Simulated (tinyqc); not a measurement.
Bandgap voltage reference from two bipolar transistors: one step of the calculation.

Two transistors of area 1 and N carry the same current I. Is(T) = Is (T/T0)^eta exp[(Vg0 q/kB)(1/T0 - 1/T)], VBE1 = Vt ln(I/Is(T)) + I rb, VBE2 = Vt ln(I/(N Is(T))) + I rb/N. The amplifier forces I R1(T) = VBE1 - VBE2 + Vos, with R(T) = R (1 + tc (T - T0)) for both resistors, and the output is Vref = VBE1 + I R2(T). Base currents and the Early effect are neglected.

Question. Operating point at the reference temperature. Vt = kB T/q; I = (Vt ln N + Vos)/(R1(T) - rb (1 - 1/N)). Evaluate at T = T0.

Values chosen for this exercise; values of the order met in silicon bipolar transistors:
```
symbol,value,unit,meaning
T0,298,K,reference temperature
Vg0,1.185,V,band-gap voltage extrapolated to 0 K
eta,4.3,,temperature exponent of the saturation current
Is,5.1e-17,A,saturation current of the unit transistor at T0
N,8,,area ratio of the second transistor
R1,34,kohm,"resistor across which the difference of VBE falls, at T0"
tc,0,ppm/K,temperature coefficient of both resistors
Vos,0,mV,offset of the amplifier
rb,120,ohm,series resistance of the unit transistor
R2,406,kohm,output resistor at T0
```

Constants: q = 1.602176634e-19 C, kB = 1.380649e-23 J/K. Results are converted to the units shown.

Find: Vt; I; Is(T); VBE1; I R2; Vref.

Answer.

Vt = 0.02568 V
I = 1.575 uA
Is(T) = 5.100e-17 A
VBE1 = 0.6204 V
I R2 = 0.6396 V
Vref = 1.260 V

Program tinyqc, `OMP_NUM_THREADS=1 python tinyqc.py 2062058 2062059 out.jsonl`; Intel Xeon 2.30GHz, shared host, one thread, about 0.02 s.
